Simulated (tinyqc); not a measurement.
Rutherford backscattering from a thin compound film on silicon: kinematics, yields, composition and thickness: one step, computed by the program tinyqc. Command: `OMP_NUM_THREADS=1 python tinyqc.py 3012690 3012691 out.jsonl rbs walk`. One thread of a shared host (Intel(R) Xeon(R) Processor @ 2.30GHz), about 0.01 s of CPU time with the checks.

Singly charged helium ions (Z1 = 2, M1 = 4.0026 u) enter at the tilt angle a1 to the normal and leave at a2 = |180 - theta - tilt| in the same plane. The film is A B_x.

Task: Kinematics. Kinematic factor K = [(sqrt(M^2 - M1^2 sin^2 theta) + M1 cos theta)/(M + M1)]^2. Surface edges lie at K E0; substrate silicon has M = 28.09 u. Mass resolution at M_A = resolution/(E0 dK/dM).

Inputs (values chosen for the exercise, modelled on a helium beam on SiGe):

| quantity | value | unit |
|---|---|---|
| beam energy E0 | 1.6 | MeV |
| scattering angle theta | 160 | degrees |
| heavy element: mass M_A | 72.6 | u |
| light element: mass M_B | 28.09 | u |
| detector resolution (FWHM) | 16 | keV |

Give: kinematic factors; surface edges; mass resolution at M_A.

Result:

kinematic factors: A 0.80727, B 0.57311, Si 0.57311

surface edges (keV): A 1291.6, B 917.0, Si 917.0

mass resolution at M_A = 4.1917 u

K flattens for heavy targets, so masses within 4.2 u of A cannot be told apart.
